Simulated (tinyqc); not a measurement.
Comparisons within one model: fitting sp3s* parameters to three gaps by Newton steps. A value that a table varies takes the place of the one given here.

sp3s* tight binding, nearest neighbours only: anion (a) at 0, cation (c) at a/4 (1,1,1), orbitals s, px, py, pz, s* on each; k in units of 2 pi/a. With phases e_j = exp(i (pi/2) k.n_j) for n = (1,1,1), (1,-1,-1), (-1,1,-1), (-1,-1,1): g0 = (e1+e2+e3+e4)/4, g1 = (e1+e2-e3-e4)/4, g2 = (e1-e2+e3-e4)/4, g3 = (e1-e2-e3+e4)/4. The diagonal holds the levels Esa, Epa, Exa (s*) and Esc, Epc, Exc. Anion-cation block: <sa|sc> = Vss g0; <sa|xc> = Vsapc g1; <xa|sc> = -Vscpa g1; <xa|xc> = Vxx g0; <xa|yc> = <ya|xc> = Vxy g3, <xa|zc> = <za|xc> = Vxy g2, <ya|zc> = <za|yc> = Vxy g1; <s*a|xc> = Vxapc g1; <xa|s*c> = -Vpaxc g1; y and z take g2 and g3 in place of g1; s-s* and s*-s* vanish.

Gaps are level 5 at Gamma, X = (1,0,0) and L = (1/2,1/2,1/2) less level 4 at Gamma; no spin-orbit coupling. Free parameters: Vss, Exa and Exc. H is linear in them, so by Hellmann-Feynman J_ij = <u|dH/dp_j|u> for level 5 at point i less the same for level 4 at Gamma. Newton: p(new) = p + J^-1 (target - gaps); stop when all misses are below 1e-7 eV.

Constants: hbar^2/2m0 = 3.80998211 eV angstrom^2.

Inputs chosen for the exercise (out of a larger set: near a published set for InP, fitted to gaps, whose masses and valley positions are rough; not measured data): p = (-8.507, 0.871, -1.484, 4.059, 8.279, 7.058, -5.348, 1.88, 4.245, 2.232, 5.57, 3.476, 4.498) eV (start, order Esa, Epa, Esc, Epc, Exa, Exc, Vss, Vxx, Vxy, Vsapc, Vscpa, Vxapc, Vpaxc); tg = (1.3054, 2.4639, 1.8587) eV (target gaps at Gamma, X, L); a = 5.872 angstrom (lattice constant).

## Equal gaps, different models

The same three targets are met with other triples of free parameters (those for which Newton converges within 3 eV of the start). Not fitted: level 5 at K = (3/4,3/4,0) above Ev, the spacing of levels 6 and 5 at X, the depth of level 2 at X below Ev, the valence width at Gamma, and the mass c q^2/(E(q) - E(0)) of level 5 along [100], q = 0.002 (2 pi/a), c = hbar^2/2m0.

Unfitted results:
```
free parameters,largest change (eV),K (eV),X spacing (eV),level 2 at X (eV),valence width (eV),mass (m0)
start,0.000,2.371,0.505,6.633,11.393,0.1219
"Vss, Vxapc, Vpaxc",0.116,2.381,0.449,6.650,11.297,0.1113
"Esc, Vxapc, Vpaxc",0.205,2.390,0.553,6.641,11.422,0.1125
"Vss, Vsapc, Vpaxc",0.164,2.374,0.390,6.681,11.297,0.1104
"Esa, Vxapc, Vscpa",0.440,2.384,0.485,6.634,11.737,0.1108
"Vss, Exa, Exc",0.126,2.380,0.444,6.639,11.297,0.1113
"Esc, Vsapc, Exc",0.228,2.385,0.503,6.687,11.422,0.1116
```

All fitted rows have the same three gaps, yet they spread by 16 meV at K, 163 meV in the X spacing, 53 meV in level 2 at X, 440 meV in the valence width and 1.8 % in the mass. The smallest change of parameters, 0.116 eV, is that of Vss, Vxapc, Vpaxc. A fit fixes what it was given and leaves the rest to the choice of free parameters.

## How errors in the targets pass to the parameters

J:
```
,Vss,Exa,Exc
Gamma,-0.83591,0.00000,0.00000
X,0.00000,0.25410,0.00000
L,-0.16893,0.07263,0.04744
```

The gaps at Gamma, X and L of an sp3s* model are fitted with Vss, Exa and Exc; J holds the derivatives of the gaps by these parameters at the start. The change of each parameter for +10 meV on one target is 10 J^-1, in meV.

Shifts (meV):
```
target raised,Vss,Exa,Exc
Gamma,-12.0,0.0,-42.6
X,0.0,39.4,-60.3
L,0.0,0.0,210.8
```

root sum of squares (meV): Vss 12.0, Exa 39.4, Exc 223.3

Independent errors of 10 meV leave Exc least certain (223 meV) and Vss best fixed (12.0 meV). The largest single entry, 211 meV, comes from the target at L.

Run: tinyqc, `OMP_NUM_THREADS=1 python tinyqc.py 1482387 1482388 out.jsonl`; Intel(R) Xeon(R) Processor @ 2.30GHz, one thread, shared host; about 0.1 s of CPU time with all checks.
